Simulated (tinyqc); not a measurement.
From results back to parameters: linear model of a band gap against the share of exact exchange. Three cases, with inputs chosen for the exercise.

Problem. Gap and optical dielectric constant were computed at two shares alpha. They follow E = E0 + S alpha and eps = 1 + (e0 - 1)(EP/(EP + S alpha))^2.

Case 1.

Values chosen (out of a larger set: of the order of those of AlN; not measured data): al12 = (0.15, 0.3) (two shares of exact exchange).

gaps (eV): 5.50750  6.68500

eps: 4.780565  4.420962

Case 2.

Values chosen (out of a larger set: of the order of those of HfO2; not measured data): al12 = (0.1, 0.25) (two shares of exact exchange).

gaps (eV): 4.81100  6.05750

eps: 4.676196  4.216154

Case 3.

Values chosen (out of a larger set: of the order of those of TiO2; not measured data): al12 = (0.1, 0.35) (two shares of exact exchange).

gaps (eV): 2.70400  4.86400

eps: 7.211628  5.603319

Find: S; E0; EP; e0.

Solution. The two gaps give S and E0. With q = sqrt((eps1 - 1)/(eps2 - 1)) = (EP + S alpha2)/(EP + S alpha1), EP = S (alpha2 - q alpha1)/(q - 1); e0 follows from either eps.

Case 1.

S = 7.85 eV
E0 = 4.33 eV
EP = 21.8 eV
e0 = 5.20

Case 2.

S = 8.31 eV
E0 = 3.98 eV
EP = 17.2 eV
e0 = 5.04

Case 3.

S = 8.64 eV
E0 = 1.84 eV
EP = 12.5 eV
e0 = 8.10

Computed by tinyqc, one run a case: `OMP_NUM_THREADS=1 python tinyqc.py N N+1 out.jsonl` with N = 1881070, 1881083, 1881089; one thread of a shared Intel(R) Xeon(R) Processor @ 2.30GHz, about 0.01 s a run at most.
